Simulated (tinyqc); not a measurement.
Vacuum evaporation: vapour pressure, source flux, thickness distribution, purity and step coverage. From one set of inputs to another, one input at a time. Computed by tinyqc, a small Python program. Command: `OMP_NUM_THREADS=1 python tinyqc.py 3110195 3110196 out.jsonl evap ladder`. One thread of a shared host (Intel(R) Xeon(R) Processor @ 2.30GHz), about 0.02 s of CPU time with the checks.

Molecular flow, unit sticking of the metal, no re-evaporation. The background gas is taken as water vapour (18.015 g/mol, collision diameter 0.37 nm) at 300 K.

The inputs printed are set A. Set A is modelled on copper, with constants for the liquid; the values taken over come from a set modelled on germanium, with constants for the liquid. Inputs not listed in the table keep their values of set A, so the rows need not describe a real material.

Inputs (values chosen for the exercise, modelled on copper, with constants for the liquid):
```
quantity                         value    unit
molar mass M                     63.55   g/mol
film density rho                  8.96  g/cm^3
vapour-pressure constant A       10.84       -
vapour-pressure constant B       16480       K
source temperature T              1540       K
source area                        3.4    cm^2
directionality n                     1       -
source-to-wafer distance h          68      cm
wafer radius R                      10      cm
source offset from the axis s/h   0.94       -
```

Constants: u = 1.6605390666e-27 kg; k_B = 1.380649e-23 J/K; R = 8.314462618 J/(mol K).

Method:
- log10(p_v/Pa) = A - B/T; flux from the surface Phi = p_v/sqrt(2 pi m k_B T), m = M u.
- Mass loss = Phi x area x m; heat of evaporation = ln(10) R B; d ln Phi/dT = ln(10) B/T^2 - 1/(2 T).
- A small source emits (n + 1) Phi area cos^n(phi)/(2 pi) per solid angle; on a parallel plane at height h and lateral distance l the arrival rate is (n + 1) Phi area/(2 pi h^2) x (1 + (l/h)^2)^(-(n + 3)/2). Growth rate = arrival rate x m/rho, m = M u. The wafer is fixed and centred above the source.
- Rotating wafer, source offset by s and facing upwards: thickness at radius r is the mean over the angle a of (1 + (r^2 + s^2 - 2 r s cos a)/h^2)^(-(n + 3)/2), by 360 equal steps; non-uniformity (max - min)/(max + min) over 21 radii from 0 to R.

Each row keeps all changes above it; columns: (1) input moved; (2) from; (3) to; (4) share of the material that lands on the wafer, 1 - (1 + (R/h)^2)^(-(n + 1)/2) (%); (5) non-uniformity, rotating (%); (6) mass loss (g/h):
```
(1)                                (2)    (3)    (4)     (5)    (6)
set A                                -      -  2.117  0.4546  1.497
vapour-pressure constant B (K)   16480  17530  2.117  0.4546  0.311
source temperature T (K)          1540   1710  2.117  0.4546  4.003
wafer radius R (cm)                 10     15  4.640  0.9863  4.003
source offset from the axis s/h   0.94   0.82  4.640  0.5212  4.003
source area (cm^2)                 3.4   0.16  4.640  0.5212  0.188
```

Which inputs carry the difference?

share of the material that lands on the wafer, 1 - (1 + (R/h)^2)^(-(n + 1)/2) goes from 2.12 to 4.64, a factor 2.19 in all. The largest single move comes from wafer radius R (a factor 2.19). non-uniformity, rotating goes from 0.455 to 0.521, a factor 1.15 in all. The largest single move comes from wafer radius R (a factor 2.17), and source offset from the axis s/h works against it (a factor 0.528). Mass loss goes from 1.50 to 0.188, a factor 0.126 in all. The largest single move comes from source area (a factor 0.0471), and source temperature T works against it (a factor 12.9). The single moves hold for this order of the switches; the total does not depend on the order.

Extremes, crossings and ranges named in words are read from the listed rows.
